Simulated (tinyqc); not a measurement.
Inside a calculation. Method: Hubbard chain of 4 sites. Computed by tinyqc, a small Python program that keeps every step. Settings: hopping = 1.12, U = 4.1, mixing = 0.5, iteration cap = 71. Command: `OMP_NUM_THREADS=1 python tinyqc.py 20954 20955 out.jsonl` (the two numbers bound the seeds that draw the settings). One thread of a shared host (Intel(R) Xeon(R) Processor @ 2.60GHz), about 0.2 s of CPU time with the checks.

one-body matrix (hopping and site energies) (eV), lower triangle:
```
          1         2         3        4
1   0.01000
2  -1.12000   0.65000
3   0.00000  -1.12000   0.51000
4   0.00000   0.00000  -1.12000  0.15000
```

U = 4.10000 eV

electrons, up and down: 2  1

n(up) at the start (a guess, not normalised): 1 0.50000, 2 0.50000, 3 0.50000, 4 0.50000

n(down) at the start (a guess): 1 0.25000, 2 0.25000, 3 0.25000, 4 0.25000

Each step fills the lowest levels of T + U n(other spin) and sets n(new) = n + mixing (n(out) - n); stop when output and input agree to 1e-8.

Course of the cycle:
```
iteration      E (eV)  largest |n(out) - n(in)|  mean |n_up - n_down|
1          -1.3130326                  1.19e-01               0.25000
2          -1.4046448                  8.78e-02               0.25000
3          -1.4829637                  8.80e-02               0.28755
4          -1.5451518                  7.97e-02               0.34591
5          -1.5890555                  6.92e-02               0.39301
6          -1.6168987                  6.02e-02               0.42896
7          -1.6330990                  4.97e-02               0.45532
8          -1.6419559                  3.92e-02               0.47413
9          -1.6466021                  3.00e-02               0.48737
10         -1.6489788                  2.25e-02               0.49660
11         -1.6501790                  1.66e-02               0.50302
...               ...                       ...                   ...
61         -1.6514438                  3.04e-06               0.51781
62         -1.6514438                  2.63e-06               0.51781
63         -1.6514438                  2.28e-06               0.51781
64         -1.6514438                  1.97e-06               0.51781
65         -1.6514438                  1.71e-06               0.51781
66         -1.6514438                  1.48e-06               0.51781
67         -1.6514438                  1.28e-06               0.51781
68         -1.6514438                  1.10e-06               0.51781
69         -1.6514438                  9.56e-07               0.51781
70         -1.6514438                  8.27e-07               0.51781
71         -1.6514438                  7.16e-07               0.51781
```

Can the last value be used, and what does the course show?

Not by the stop rule, although the second column moves by less than 1e-07 over the last three steps. Not converged within 71 iterations: the residual falls steadily but slowly, by a factor of about 0.87 a step. The lowest mean-field energy found from random starts is -1.65144 eV. Reruns (cap 100 unless said): mixing 0.2: not converged; mixing 0.9: converged in 54 (E = -1.65144); the original settings with a cap of 400: converged in 101 (E = -1.65144).
